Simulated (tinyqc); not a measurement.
Ways to converge the cycle: SCF convergence aids in the 6-31g basis, for N, spin multiplicity 4. Computed by the program tinyqc with PySCF. UHF with one setting changed at a time; a run stops when the energy changes by less than 1e-09 hartree and the error matrix is below 1e-5. The start is random orbitals. Damping d keeps d of the old density; a shift (hartree) raises the virtual levels; DIIS n extrapolates F over n matrices.

Geometry (angstrom):

| atom | x | y | z |
|---|---|---|---|
| N | 0.0000 | 0.0000 | 0.0000 |

lowest solution found by these runs and by PySCF with stability checks = -54.385008 hartree

Largest element of the error matrix X^T (FDS - SDF) X:

| iteration | plain | damping 0.3 | damping 0.6 | shift 0.4 | DIIS 3 | DIIS 8 |
|---|---|---|---|---|---|---|
| 1 | 4.8e+00 | 4.8e+00 | 4.8e+00 | 4.8e+00 | 4.8e+00 | 4.8e+00 |
| 2 | 4.0e-01 | 1.4e+00 | 2.7e+00 | 4.0e-01 | 4.0e-01 | 4.0e-01 |
| 3 | 1.1e-01 | 4.4e-01 | 1.6e+00 | 1.3e-01 | 1.1e-01 | 1.1e-01 |
| 4 | 6.0e-02 | 1.5e-01 | 9.9e-01 | 9.3e-02 | 6.2e-02 | 6.2e-02 |
| 5 | 3.5e-02 | 7.0e-02 | 6.0e-01 | 7.7e-02 | 2.3e-02 | 2.0e-02 |
| 6 | 2.1e-02 | 4.8e-02 | 3.7e-01 | 6.0e-02 | 5.2e-03 | 3.3e-03 |
| 8 | 6.9e-03 | 2.4e-02 | 1.4e-01 | 3.1e-02 | 1.3e-04 | 6.1e-05 |
| 10 | 2.3e-03 | 1.2e-02 | 5.4e-02 | 1.6e-02 | 1.3e-05 | 3.7e-06 |
| 14 | 2.6e-04 | 2.8e-03 | 2.2e-02 | 3.8e-03 | - | - |
| 20 | 9.5e-06 | 3.4e-04 | 6.9e-03 | 4.5e-04 | - | - |
| 30 | - | 1.0e-05 | 1.1e-03 | 1.2e-05 | - | - |
| 45 | - | - | 6.6e-05 | - | - | - |

How each run ends:

| run | iterations | E (hartree) | state |
|---|---|---|---|
| plain | 21 | -54.38501 | lowest found |
| damping 0.3 | 31 | -54.38501 | lowest found |
| damping 0.6 | 56 | -54.38501 | lowest found |
| shift 0.4 | 31 | -54.38501 | lowest found |
| DIIS 3 | 12 | -54.38501 | lowest found |
| DIIS 8 | 10 | -54.38501 | lowest found |

What does the comparison show, and why?

6 of 6 runs reach the lowest solution found, in 10 to 56 iterations (fastest: DIIS 8). Plain steps already contract here, so damping only slows them. DIIS 3 and DIIS 8 gain by cancelling the error over several earlier matrices, much as a quasi-Newton step does.
